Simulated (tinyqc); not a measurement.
Time-dependent dielectric breakdown: cell percolation, Weibull statistics, area scaling and voltage extrapolation: one step, computed by the program tinyqc. Command: `OMP_NUM_THREADS=1 python tinyqc.py 3014462 3014463 out.jsonl tddb walk`. One thread of a shared host (Intel(R) Xeon(R) Processor @ 2.30GHz), about 0.01 s of CPU time with the checks.

The oxide is divided into columns of area a^2, each holding m = t_ox/a cells (m is taken as continuous). A share lambda(t) = (t/t_1)^alpha of the cells is defective, and a column whose cells are all defective breaks down.

Problem. A sample of breakdown times. Each device fails at t = t63 (-ln(1 - u))^(1/beta). Sort the times; median rank F_i = (i - 0.3)/(n_s + 0.4) for n_s devices; W = ln(-ln(1 - F_i)).

characteristic life t63 = 18535.57 s

uniform random numbers u: 0.3876  0.1727  0.7138  0.7346  0.1607  0.4347  0.1045  0.1741  0.3486  0.8045  0.8617  0.5931

Weibull slope beta = 2.945455

Give: Weibull plot.

Solution.

Weibull plot:

| i | t (s) | F_i | ln t | W |
|---|---|---|---|---|
| 1 | 8771 | 0.05645 | 9.079 | -2.8455 |
| 2 | 10261 | 0.13710 | 9.236 | -1.9142 |
| 3 | 10539 | 0.21774 | 9.263 | -1.4042 |
| 4 | 10571 | 0.29839 | 9.266 | -1.0374 |
| 5 | 13903 | 0.37903 | 9.540 | -0.7413 |
| 6 | 14552 | 0.45968 | 9.586 | -0.4852 |
| 7 | 15319 | 0.54032 | 9.637 | -0.2520 |
| 8 | 17879 | 0.62097 | 9.791 | -0.0303 |
| 9 | 20000 | 0.70161 | 9.903 | 0.1901 |
| 10 | 20402 | 0.78226 | 9.923 | 0.4216 |
| 11 | 21890 | 0.86290 | 9.994 | 0.6867 |
| 12 | 23367 | 0.94355 | 10.059 | 1.0558 |

Caution: t_1 is an input here; in a real oxide it changes with thickness at fixed voltage.
